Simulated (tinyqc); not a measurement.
Inside a calculation. Method: CISD on RHF in the sto-3g basis, frozen core, for BeH+, spin multiplicity 1. One step of it, computed by the program tinyqc.

Problem. CISD: determinants and Hamiltonian. Slater-Condon rules over spin orbitals, with the nuclear repulsion and the energy of the frozen orbital added and E(HF) subtracted on the diagonal. Only determinants linked to the reference directly or through others are kept (one block of an abelian symmetry group), so some states are absent.

one-electron integrals dressed by the frozen orbital, h + 2 (pq|11) - (p1|1q) (hartree):
```
           2          3          4          5          6
2  -1.177952   0.067734   0.000000   0.000000  -0.037582
3   0.067734  -0.853384   0.000000   0.000000   0.061743
4   0.000000   0.000000  -0.802429   0.000000   0.000000
5   0.000000   0.000000   0.000000  -0.802429   0.000000
6  -0.037582   0.061743   0.000000   0.000000  -0.667093
```

energy of the frozen orbital, 2 h_11 + (11|11) = -14.10104724 hartree

Two-electron integrals over orbitals (pq|rs), unique and non-zero (hartree); the lowest 1 orbital is frozen and left out:
```
(22|22) 0.490671    (32|22) -0.067734   (32|32) 0.047417    (33|22) 0.321743
(33|32) 0.033141    (33|33) 0.449013    (42|42) 0.043939    (43|42) 0.032708
(43|43) 0.050384    (44|22) 0.356695    (44|32) 0.028991    (44|33) 0.392291
(44|44) 0.449859    (52|52) 0.043939    (53|52) 0.032708    (53|53) 0.050384
(54|54) 0.024249    (55|22) 0.356695    (55|32) 0.028991    (55|33) 0.392291
(55|44) 0.401360    (55|55) 0.449859    (62|22) 0.037582    (62|32) -0.050945
(62|33) -0.021247   (62|44) -0.064378   (62|55) -0.064378   (62|62) 0.121117
(63|22) -0.056344   (63|32) 0.042060    (63|33) 0.055797    (63|44) 0.026601
(63|55) 0.026601    (63|62) -0.054498   (63|63) 0.058733    (64|42) -0.027918
(64|43) -0.011189   (64|64) 0.024220    (65|52) -0.027918   (65|53) -0.011189
(65|65) 0.024220    (66|22) 0.493847    (66|32) -0.069783   (66|33) 0.349097
(66|44) 0.360216    (66|55) 0.360216    (66|62) 0.067739    (66|63) -0.059434
(66|66) 0.533499
```

nuclear repulsion = 1.32294303 hartree

Hartree-Fock energy = -14.64333679 hartree

Give: determinants; H - E(HF) between determinants.

Solution.

Occupation strings over the orbitals (2 doubly, a alpha, b beta, 0 empty; spin orbitals ordered 1a 1b 2a 2b ...): 220000 2ab000 2a000b 2ba000 2b000a 202000 20a00b 200200 200020 20b00a 200002

H - E(HF) between determinants (hartree):
```
        220000  2ab000  2a000b  2ba000  2b000a  202000  20a00b  200200
220000   0.000   0.000   0.000   0.000   0.000   0.047  -0.051   0.044
2ab000   0.000   0.156   0.005  -0.047   0.051   0.101   0.042   0.033
2a000b   0.000   0.005   0.514   0.051  -0.121   0.042  -0.002  -0.028
2ba000   0.000  -0.047   0.051   0.156   0.005  -0.101   0.059  -0.033
2b000a   0.000   0.051  -0.121   0.005   0.514  -0.042   0.054   0.028
202000   0.047   0.101   0.042  -0.101  -0.042   0.607   0.118   0.050
20a00b  -0.051   0.042  -0.002   0.059   0.054   0.118   0.694  -0.011
200200   0.044   0.033  -0.028  -0.033   0.028   0.050  -0.011   0.710
200020   0.044   0.033  -0.028  -0.033   0.028   0.050  -0.011   0.024
20b00a   0.051   0.059   0.054   0.042  -0.002  -0.118  -0.059   0.011
200002   0.121  -0.054   0.030   0.054  -0.030   0.059   0.002   0.024

        200020  20b00a  200002
220000   0.044   0.051   0.121
2ab000   0.033   0.059  -0.054
2a000b  -0.028   0.054   0.030
2ba000  -0.033   0.042   0.054
2b000a   0.028  -0.002  -0.030
202000   0.050  -0.118   0.059
20a00b  -0.011  -0.059   0.002
200200   0.024   0.011   0.024
200020   0.710   0.011   0.024
20b00a   0.011   0.694  -0.002
200002   0.024  -0.002   1.065
```
